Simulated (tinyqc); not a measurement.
The basis set: RHF and MP2 along a ladder of basis sets, for H3+, spin multiplicity 1. Computed by the program tinyqc with PySCF. Command: `OMP_NUM_THREADS=1 python tinyqc.py 111969 111970 out.jsonl`; one thread of a shared host (Intel(R) Xeon(R) Processor @ 2.60GHz), about 0.8 s.

Geometry (angstrom):
```
atom       x       y       z
H     0.0000  0.0000  0.0000
H     0.0000  0.0000  0.7630
H     0.0000  0.6680  0.3700
```

Same geometry throughout; the dipole is taken about the origin.

RHF and frozen-core MP2 in a ladder of bases:
```
basis        functions  E(RHF) (hartree)  E(MP2 corr) (hartree)  HOMO (eV)  LUMO (eV)  dipole (debye)
sto-3g               3          -1.19546               -0.01550    -35.718      0.563           2.132
3-21g                6          -1.26250               -0.02119    -35.343     -4.180           2.126
6-31g                6          -1.26717               -0.02102    -35.388     -4.380           2.126
6-31g**             15          -1.28502               -0.03009    -35.353     -4.340           2.123
cc-pvdz             15          -1.27664               -0.02760    -35.325     -4.681           2.122
aug-cc-pvdz         27          -1.27736               -0.02814    -35.318     -5.021           2.122
cc-pvtz             42          -1.28911               -0.03358    -35.381     -4.819           2.122
```

From cc-pVDZ to cc-pVTZ the RHF energy falls by 12.5 mhartree and the correlation energy by 6.0. If valence correlation converges as X^-3, (27 E(T) - 8 E(D))/19 gives -0.0361 hartree, a rough estimate from such small X that usually falls short; STO-3G holds about 43 % of it. Beyond STO-3G the LUMO moves by 0.8 eV and the HOMO by 0.1 eV.
